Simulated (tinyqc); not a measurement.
Metal gate on a two-layer dielectric stack with fixed charge and a dipole: one step of the calculation.

Gate, layer 2, layer 1, p-type semiconductor; x runs from the gate inwards. Charges are counted in units of +q. psi is the band bending at the surface, positive towards inversion. Classical charge, Boltzmann statistics, no interface traps.

Problem. Fields and voltage drops. EOT = 3.9 (t1/e1 + t2/e2), Cox = eps0/(t1/e1 + t2/e2); phi_ms = pM - (chi + Eg - Vt ln(Nv/Na)).

Gauss: D = -Qs just inside the semiconductor; going towards the gate subtract q Q1, then q r1 t1, q Q2 and q r2 t2. Field = D/(eps0 e); the drop over a layer is its mean field times its thickness; Vg = phi_ms + Vd + psi + both drops.

Values chosen for this exercise; band and dielectric values close to those of silicon, layer 1 close to silicon dioxide, layer 2 close to aluminium oxide: temperature T = 300 K; band gap Eg = 1.13 eV; relative permittivity eps_r = 11.7; valence-band density of states at T Nv = 2.63e19 cm^-3; electron affinity chi = 3.99 eV; acceptor density Na = 1.4e18 cm^-3; work function of the gate metal pM = 5.09 eV; thickness of layer 1, next to the semiconductor t1 = 1.6 nm; relative permittivity of layer 1 e1 = 3.78; thickness of layer 2, next to the gate t2 = 2.9 nm; relative permittivity of layer 2 e2 = 9.22; fixed charge at the semiconductor interface Q1 = 9.9e11 cm^-2; fixed charge between the layers Q2 = 2.3e11 cm^-2; uniform charge density in layer 1 r1 = 0 cm^-3; uniform charge density in layer 2 r2 = 0 cm^-3; flat-band shift by a dipole layer between the layers Vd = 0 V; band bending psi of the working point ps = 0.52 V.

Constants: q = 1.602176634e-19 C, kB = 1.380649e-23 J/K, Vt = kB T/q, eps0 = 8.8541878128e-14 F/cm where lengths are in cm. Results are converted to the units shown.

Qs = -0.47921459 uC/cm^2

Find: D; field; drop over layer 2; drop over layer 1; Vg.

Solution.

D, place layer 2, gate side to semiconductor surface (uC/cm^2): [0.28375, 0.28375, 0.32060, 0.32060, 0.47921]
field, place layer 2, gate side to semiconductor surface (MV/cm): [0.34758, 0.34758, 0.95790, 0.95790, 0.46259]
drop over layer 2 = 0.10080 V
drop over layer 1 = 0.15326 V
Vg = 0.81989 V

The same Vg follows from Vfb + psi - Qs/Cox. The largest field, 0.958 MV/cm in size, is at: layer 1, outer side.

Computed by the program tinyqc: `OMP_NUM_THREADS=1 python tinyqc.py 2010161 2010162 out.jsonl`, one thread of a shared Intel Xeon 2.30GHz, about 0.01 s for the whole run.
